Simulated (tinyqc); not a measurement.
Coverage against grain size: equilibrium and kinetic segregation of a solute to boundaries and growing surfaces. Computed by tinyqc, a small Python program. Command: `OMP_NUM_THREADS=1 python tinyqc.py 3006845 3006846 out.jsonl segreg walk`. One thread of a shared host (Intel(R) Xeon(R) Processor @ 2.30GHz), about 0.01 s of CPU time with the checks.

Inputs (values chosen for the exercise, modelled on a solute in a copper line):
```
quantity,value,unit
segregation energy Q,0.466,eV
total solute fraction x0,0.00021,-
temperature T,875,K
boundary thickness delta,0.48,nm
```

Isotherm: Langmuir-McLean.

Constants: k_B = 8.617333262e-05 eV/K.

Method. With theta the solute fraction on boundary sites and x that in the grains, theta/(1 - theta) = [x/(1 - x)] exp[Q/(k_B T)]. Finite grains: boundary sites are the fraction f = 3 delta/d, and x0 = (1 - f) x + f theta; solve both equations for theta; share at boundaries = f theta/x0.

At T:
```
d (nm),theta,x in the grains,share at boundaries (%)
15,0.002146,4.4508e-06,98.084
30,0.004202,8.7341e-06,96.041
60,0.008066,1.6831e-05,92.178
120,0.014919,3.1348e-05,85.251
250,0.026669,5.6713e-05,73.149
500,0.041719,9.0108e-05,57.215
1000,0.057796,1.2696e-04,39.632
5000,0.082574,1.8627e-04,11.324
```

What follows from these numbers?

From the largest grains to the smallest the share at boundaries rises from 11 to 98 %, and x/x0 falls to 0.021. In the dilute limit x/x0 = 1/(1 - f + f exp(Q/(k_B T))), which gives 0.021 at 15 nm.

Extremes, crossings and ranges named in words are read from the listed rows.
